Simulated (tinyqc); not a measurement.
From one set of inputs to another, one input at a time: Froehlich polaron in a polar crystal. Computed by tinyqc, a small Python program. Command: `OMP_NUM_THREADS=1 python tinyqc.py 3000693 3000694 out.jsonl frohlich ladder`. One thread of a shared host (Intel(R) Xeon(R) Processor @ 2.30GHz), about 0.1 s of CPU time with the checks.

One electron in a parabolic band of mass m*, coupled to dispersionless LO phonons in the continuum model. Energies are in units of hbar omega unless marked, wave numbers in k_0 = sqrt(2 m* omega/hbar).

The inputs printed are set A. Set A is modelled on strontium titanate; the values taken over come from a set modelled on gallium oxide. Inputs not listed in the table keep their values of set A, so the rows need not describe a real material.

Inputs (values chosen for the exercise, modelled on strontium titanate):
```
quantity                          value  unit
band mass m*                       0.77   m_0
LO phonon energy hbar omega        83.6   meV
eps_inf                            5.34     -
static dielectric constant eps_s    302     -
```

Constants: hbar^2/(2 m_0) = 3.80998212 eV angstrom^2; e^2/(4 pi eps_0) = 14.39964548 eV angstrom.

Method:
- 1/eps* = 1/eps_inf - 1/eps_s; k_0 = sqrt(2 m* omega/hbar) = sqrt(m* hbar omega / (hbar^2/(2 m_0))) with m* in m_0; alpha = (e^2/(4 pi eps_0)) k_0/(2 eps* hbar omega); polaron length 1/k_0.
- Feynman's bound: E(v, w) = 3 (v - w)^2/(4 v) - (alpha v/sqrt(pi)) int_0^infinity e^-u D(u)^(-1/2) du, D = w^2 u + ((v^2 - w^2)/v)(1 - e^(-v u)); integrals by 80 Gauss-Legendre points in s from 0 to 1 with u = 40 s^2.
- Minimise over v > w > 0 (simplex search); mass m_p/m* = 1 + (alpha v^3/(3 sqrt(pi))) int u^2 e^-u D^(-3/2) du.

Each row keeps all changes above it:
```
input moved                        from    to  coupling constant alpha  polaron energy, Feynman (meV)  m_p/m*, Feynman
set A                                 -     -                   2.0593                        -177.08            1.492
band mass m* (m_0)                 0.77  0.29                   1.2638                        -107.42            1.259
static dielectric constant eps_s    302    10                   0.5995                         -50.50            1.110
LO phonon energy hbar omega (meV)  83.6  44.3                   0.8236                         -36.87            1.156
eps_inf                            5.34  3.65                   1.6419                         -74.35            1.361
```

Which inputs carry the difference?

Coupling constant alpha goes from 2.06 to 1.64, a factor 0.797 in all. The largest single move comes from static dielectric constant eps_s (a factor 0.474), and eps_inf works against it (a factor 1.99). Polaron energy, Feynman goes from -177 to -74.4, +103 in all. The largest single move comes from band mass m* (+69.7), and eps_inf works against it (-37.5). m_p/m*, Feynman goes from 1.49 to 1.36, a factor 0.912 in all. The largest single move comes from band mass m* (a factor 0.844), and eps_inf works against it (a factor 1.18). The single moves hold for this order of the switches; the total does not depend on the order.

Extremes, crossings and ranges named in words are read from the listed rows.
